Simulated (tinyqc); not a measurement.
How errors in the targets pass to the parameters: fitting sp3s* parameters to three gaps by Newton steps.

J:
```
            Vss      Esc      Esa
Gamma  -0.83386  0.77599  0.22401
X       0.00000  0.00000  0.02933
L      -0.16675  0.39224  0.07089
```

The gaps at Gamma, X and L of an sp3s* model are fitted with Vss, Esc and Esa; J holds the derivatives of the gaps by these parameters at the start. The change of each parameter for +10 meV on one target is 10 J^-1, in meV.

Shifts (meV):

| target raised | Vss | Esc | Esa |
|---|---|---|---|
| Gamma | -19.8 | -8.4 | 0.0 |
| X | 56.7 | -37.5 | 340.9 |
| L | 39.3 | 42.2 | 0.0 |

root sum of squares (meV): Vss 71.7, Esc 57.1, Esa 340.9

Independent errors of 10 meV leave Esa least certain (341 meV) and Esc best fixed (57.1 meV). The largest single entry, 341 meV, comes from the target at X.

(tinyqc, `OMP_NUM_THREADS=1 python tinyqc.py 1481291 1481292 out.jsonl`, Intel(R) Xeon(R) Processor @ 2.30GHz, 1 thread, shared host, about 0.4 s.)
